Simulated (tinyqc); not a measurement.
Worked calculation: hole subbands of a hard-walled well, four-band Luttinger model. Values are carried at full precision from step to step, so a last printed digit may differ when a step is redone from the rounded ones.

Constants: hbar^2/2m0 = 3.80998211 eV angstrom^2.

Inputs chosen for the exercise (near those of AlAs; the results hold for these values, not for the real material):
- g1 = 3.72 (Luttinger gamma1)
- g2 = 0.81 (gamma2)
- L = 190 angstrom (well width along [001])
- Zs = 0 eV (shear strain energy)
- g3 = 1.4 (gamma3)
- k = 0.022 1/angstrom (wave vector in the plane)
- N = 4 (sines for each component)
- kmax = 0.04 1/angstrom (end of the path)

## Levels at k = 0

R and S vanish: HHn = c (g1 - 2 g2)(n pi/L)^2 - Zs and LHn = c (g1 + 2 g2)(n pi/L)^2 + Zs, c = hbar^2/2m0, hole energies counted downwards. Sort HH1 to HH4 and LH1, LH2.

Levels:

| subband | E (eV) |
|---|---|
| HH1 | 0.0022 |
| LH1 | 0.0056 |
| HH2 | 0.0087 |
| HH3 | 0.0197 |
| LH2 | 0.0222 |
| HH4 | 0.0350 |

The top subband is HH1, 3.4 meV from LH1.

## The matrix at one k

Hole energies are counted downwards from the unstrained band edge, c = hbar^2/2m0. After the usual block transformation one block is H = [[P + Q - Zs, R - i S], [R + i S, P - Q + Zs]] in (heavy, light), with P +/- Q = c [(g1 +/- g2) k^2 + (g1 -/+ 2 g2) kz^2], R = sqrt(3) c gR k^2, S = 2 sqrt(3) c g3 k kz, kz = -i d/dz; axial approximation gR = (g2 + g3)/2. Zs = b (e_par - e_perp) is the shear part of the strain (the hydrostatic part shifts all levels alike and is left out). Basis sqrt(2/L) sin(n pi z/L), n = 1 to N, for each component: kz^2 gives (n pi/L)^2 and the heavy-light block is R delta_nm - 2 sqrt(3) c g3 k D_nm with D_nm = 4 n m/(L (n^2 - m^2)) for n + m odd, 0 otherwise. The other block has the same levels. The split-off band is left out.

Fill in the 2N x 2N matrix, in meV.

H(k) (meV), lower triangle:
```
       h1     h2      h3      h4     l1     l2     l3     l4
h1  10.54
h2      0  17.10
h3      0      0   28.04
h4      0      0       0   43.35
l1   3.53  -5.71       0   -2.28  10.93
l2   5.71   3.53  -10.27       0      0  27.62
l3      0  10.27    3.53  -14.67      0      0  55.43
l4   2.28      0   14.67    3.53      0      0      0  94.36
```

## Levels and mixing

Diagonalise; give the four lowest hole energies and the weight of the heavy component (the first half of the basis) in each.

levels (meV): 5.06  8.76  17.61  18.08

heavy weight: 0.476  0.720  0.719  0.560

The most mixed of the four is number 1, with 48 % heavy character. Against 60 sines these levels lie 0.0, 0.1, 0.2 and 0.1 meV too high.

## Dispersion in the plane

N = 20, nine points from 0 to kmax.

Hole energies (meV):

| k (1/angstrom) | E1 | E2 | E3 | E4 | heavy weight of 1 | heavy weight of 2 |
|---|---|---|---|---|---|---|
| 0.0000 | 2.19 | 5.56 | 8.75 | 19.69 | 1.000 | 0.000 |
| 0.0050 | 2.52 | 5.38 | 9.49 | 18.59 | 0.992 | 0.114 |
| 0.0100 | 3.33 | 5.40 | 11.27 | 17.36 | 0.903 | 0.311 |
| 0.0150 | 4.07 | 6.36 | 13.68 | 16.79 | 0.641 | 0.611 |
| 0.0200 | 4.70 | 8.01 | 16.62 | 17.08 | 0.501 | 0.724 |
| 0.0250 | 5.58 | 9.61 | 18.11 | 20.19 | 0.450 | 0.688 |
| 0.0300 | 6.83 | 10.98 | 19.44 | 24.37 | 0.426 | 0.620 |
| 0.0350 | 8.45 | 12.33 | 20.73 | 28.55 | 0.410 | 0.567 |
| 0.0400 | 10.44 | 13.87 | 22.00 | 31.80 | 0.399 | 0.529 |

At small k the hole energy falls in subbands 2 and 4: an electron-like mass, caused by repulsion from a deeper subband. E2 - E1 is smallest, 2.1 meV, at k = 0.0100 of the points listed. The top subband goes from 1.00 to 0.40 in heavy weight.

## Mass of HH1 in the plane

Second order in k: 1/m = g1 + g2 - sum_n 12 c g3^2 D_1n^2/(LHn - HH1) over even n up to 60, with D_1n = 4n/(L (n^2 - 1)) in size, LHn - HH1 = c [(g1 + 2 g2) n^2 - (g1 - 2 g2)](pi/L)^2 + 2 Zs, c = hbar^2/2m0.

LHn - HH1 for n = 2, 4, 6 (meV): 20.1  86.8  198.1
terms for n = 2, 4, 6: 0.8799  0.0325  0.0059
sum of all terms = 0.9217
mass without mixing, 1/(g1 + g2) = 0.2208 m0
1/m with mixing = 3.6083 1/m0

Mixing with the light holes takes m from 0.221 to 0.277 m0. LH1 lies only 3.4 meV away and couples from order k^2 on, so this mass holds only very near k = 0.

## Checks

- 1/m of HH1 from the full matrix (N = 60) at small k against second order: both 3.608.
- The 2 x 2 block with gR = g2 (k along [100]) for a plane wave (k, 0, pi/L) against the bulk heavy-hole formula, eV: both 0.00353.
- Lowest level at the given k on a real-space grid of 240 points against 60 sines, eV: both 0.0050.

Run: tinyqc, `OMP_NUM_THREADS=1 python tinyqc.py 1252574 1252575 out.jsonl`; Intel(R) Xeon(R) Processor @ 2.30GHz, one thread, shared host; about 0.2 s of CPU time with all checks.
